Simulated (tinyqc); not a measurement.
# Threshold of a short bulk MOSFET: charge sharing, barrier lowering, narrow width, step by step

Computed by the program tinyqc: `OMP_NUM_THREADS=1 python tinyqc.py 2002168 2002169 out.jsonl`, one thread of a shared Intel Xeon 2.30GHz, about 0.01 s for the whole run. Printed values are rounded.

n-channel device on a p-type body, depletion approximation, full ionisation. Uniform doping N = Na. Vbi from Boltzmann statistics is rough for the degenerate source. Cox = eps0 eox/tox.

Parameters, values chosen for the exercise; band and dielectric values close to those of silicon: temperature T = 400 K; band gap Eg = 1.12 eV; relative permittivity eps_r = 11.8; conduction-band density of states at T Nc = 4.23e19 cm^-3; valence-band density of states at T Nv = 4.08e19 cm^-3; relative permittivity of the gate insulator (close to silicon nitride) eox = 7.41; insulator thickness tox = 8.4 nm; channel doping Na = 6.1e17 cm^-3; source and drain doping Nsd = 1e20 cm^-3; flat-band voltage for the doping Na Vfb = -0.81 V; junction depth xj = 15 nm; body-source voltage Vbs = -1 V; drain-source voltage Vds = 0.5 V; gate width W = 1100 nm; shape factor of the fringing depletion at the width edges xw = 1.5708; channel length L = 250 nm.

Constants: q = 1.602176634e-19 C, kB = 1.380649e-23 J/K, Vt = kB T/q, eps0 = 8.8541878128e-14 F/cm where lengths are in cm. Results are converted to the units shown.

## Long-channel threshold and scales

ni = sqrt(Nc Nv) exp(-Eg/(2 Vt)), Eg in volts; 2 pB = 2 Vt ln(N/ni); flat band Vfb - Vt ln(N/Na); Wd = sqrt(2 eps0 eps_r (2 pB - Vbs)/(q N)); body term q N Wd/Cox; long-channel VT0 = flat band + 2 pB + body term; Vbi = Vt ln(N Nsd/ni^2); scale length l = sqrt((eps_r/eox) tox Wd).

N = 6.1e17 cm^-3
2 pB = 0.829008 V
flat band = -0.81 V
Wd = 62.5343 nm
body term = 0.782475 V
VT0 = 0.801483 V
Vbi = 1.00478 V
l = 28.9221 nm

## Short-channel and narrow-width shifts

Charge sharing (trapezoid; it ignores Vds): F = (xj/L)(sqrt(1 + 2 Wd/xj) - 1), lowering = body term times F. Barrier lowering: th = exp(-L/(2 l)) + 2 exp(-L/l), lowering = th [2 (Vbi - 2 pB) + Vds], DIBL = th. Narrow width: rise = body term times xw Wd/W. VT by each model = VT0 - lowering + rise.

F = 0.123348
lowering by charge sharing = 96.5167 mV
th = 0.0136264
lowering of the barrier = 11.6036 mV
DIBL = 13.6264 mV/V
narrow-width rise = 69.8742 mV
VT, charge sharing = 0.774841 V
VT, barrier lowering = 0.859754 V

L is 8.64 scale lengths. The charge-sharing lowering is 8.32 times the barrier lowering; the first falls off as 1/L and the second exponentially. Both describe the same loss of gate control, so they are alternatives and are not added.
